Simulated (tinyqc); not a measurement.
# AlGaN/GaN HEMT with access regions, lumped model: effects of single changes

A polarisation-induced electron sheet under a Schottky gate, in series with two ungated access regions and contacts. Drift law v = mu E/(1 + mu E/vs) under the gate. Currents in mA/mm, resistances in ohm mm. No self-heating, no channel-length modulation; fits for polarisation, barrier and offset are chosen for the exercise.

Values chosen for this exercise; values close to those of AlGaN/GaN structures: aluminium share of the barrier x = 0.26; barrier thickness d = 15 nm; relative permittivity of barrier and channel eps_r = 9.4; channel mobility mu = 1800 cm^2/(V s); saturation velocity vs = 1e7 cm/s; source access length Ls = 1.5 um; drain access length Ld = 2 um; resistance of each contact Rc = 0.45 ohm mm; share of the drain-access electrons removed by traps ft = 0.38; gate voltage Vg = 0 V; critical field Ec = 2.8 MV/cm; depth over which the depleted charge spreads te = 0.32 um; insulator under the field plate tf = 200 nm; relative permittivity of that insulator ei = 7.5.

Constants: q = 1.602176634e-19 C, eps0 = 8.8541878128e-14 F/cm where lengths are in cm. Results are converted to the units shown.

Each table varies one quantity; the others keep the values above.

## Field plate: effect of the aluminium share of the barrier

sigma = (5e13 x + 1.6e13 x^2) cm^-2, phiB = 0.84 + 1.3 x, dEc = 0.7 (1.71 x + x^2) in volts, Cb = eps0 eps_r/d, VT = phiB - dEc - q sigma/Cb, access density n0 = -Cb VT/q. Off state: a depleted stretch that holds the voltage V has the peak field sqrt(k V), k = 2 q n0/(eps0 eps_r te), so one edge holds V1 = Ec^2/k. The sheet under the plate pinches off at Vf = q n0 (1/Cb + tf/(eps0 ei)); beyond it the gate edge is screened. BV = V1 if Vf >= V1, else Vf + V1, and at most Ec Ld.

The same in every row: Ec Ld (V) = 560.00.

Result of one run:

| x | Vf (V) | V1 (V) | BV (V) |
|---|---|---|---|
| 0.34 | 82.335 | 40.475 | 40.475 |

What becomes of these results when the aluminium share of the barrier x is changed from 0.34 to 0.26, all else the same?

Result of the changed run:

| x | Vf (V) | V1 (V) | BV (V) |
|---|---|---|---|
| 0.26 | 57.501 | 57.955 | 115.46 |

The whole series:

| x | Vf (V) | V1 (V) | BV (V) |
|---|---|---|---|
| 0.14 | 22.513 | 148.03 | 170.54 |
| 0.18 | 33.874 | 98.379 | 132.25 |
| 0.22 | 45.537 | 73.183 | 118.72 |
| 0.26 | 57.501 | 57.955 | 115.46 |
| 0.3 | 69.767 | 47.766 | 47.766 |
| 0.34 | 82.335 | 40.475 | 40.475 |
| 0.38 | 95.204 | 35.004 | 35.004 |

BV falls from 171 to 35.0 V. The plate helps (Vf < V1) in 4 of the 7 rows, and the access length caps BV in 0. More sheet charge lowers Ron but steepens the field, so V1 falls.

## Effect of the gate length

Access resistance R(L, n) = L/(q mu n sqrt(1 - (I/(q n vs))^2)); Rs = Rc + R(Ls, n0), Rd = Rc + R(Ld, (1 - ft) n0). Vg' = Vg - I Rs, Vd' = Vd - I (Rs + Rd); with u = Vg' - VT, Vc = vs Lg/mu and w the smaller of Vd' and Vc [sqrt(1 + 2 u/Vc) - 1] (0 if negative), the channel gives (mu Cb/Lg)(u w - w^2/2)/(1 + w/Vc). I equals that channel current. Isat is I at Vd = 10 V, gm = dIsat/dVg, Ron the limit of Vd/I at small Vd.

The same in every row: VT (V) = -3.247; n0 (cm^-2) = 1.124e13.

Results:

| Lg (um) | Ron (ohm mm) | Isat (mA/mm) | gm (mS/mm) |
|---|---|---|---|
| 0.05 | 2.373 | 1038 | 307.3 |
| 0.09 | 2.385 | 1004 | 305.6 |
| 0.16 | 2.407 | 961.5 | 302.5 |
| 0.29 | 2.447 | 904.8 | 296.9 |
| 0.52 | 2.518 | 834.3 | 287.7 |
| 0.93 | 2.644 | 748.4 | 273.6 |
| 3 | 3.283 | 532.7 | 224.1 |

Estimate the missing row, Lg = 1.7 um.

Computed row:

| Lg (um) | Ron (ohm mm) | Isat (mA/mm) | gm (mS/mm) |
|---|---|---|---|
| 1.7 | 2.882 | 643.1 | 251.9 |

With this row back in the table: As Lg goes from 0.05 to 3 um, Ron rises from 2.37 to 3.28 ohm mm, Isat falls from 1040 to 533 mA/mm and gm falls from 307 to 224 mS/mm. The ceiling Cb vs is 555 mS/mm. In every row the power passes 5 W/mm, where self-heating, left out here, lowers the current.

## Field plate: effect of the insulator under the field plate

Same model as above.

The same in every row: V1 (V) = 57.96; Ec Ld (V) = 560.0.

Results:

| tf (nm) | Vf (V) | BV (V) |
|---|---|---|
| 20 | 8.672 | 66.63 |
| 30 | 11.38 | 69.34 |
| 45 | 15.45 | 73.41 |
| 66 | 21.15 | 79.11 |
| 98 | 29.83 | 87.79 |
| 150 | 43.94 | 101.9 |
| 320 | 90.05 | 57.96 |

Estimate the missing row, tf = 220 nm.

Computed row:

| tf (nm) | Vf (V) | BV (V) |
|---|---|---|
| 220 | 62.93 | 57.96 |

With this row back in the table: BV goes from 66.6 through a maximum of 102 (at tf = 150 nm among the rows listed) to 58.0 V. The plate helps (Vf < V1) in 6 of the 8 rows, and the access length caps BV in 0. The best thickness makes Vf just under V1, tf = 202 nm, where both edges reach Ec together and BV nears 2 V1.

Numbers from tinyqc (`OMP_NUM_THREADS=1 python tinyqc.py 2570039 2570040 out.jsonl`; about 0.01 s on one thread of a shared Intel Xeon 2.30GHz).
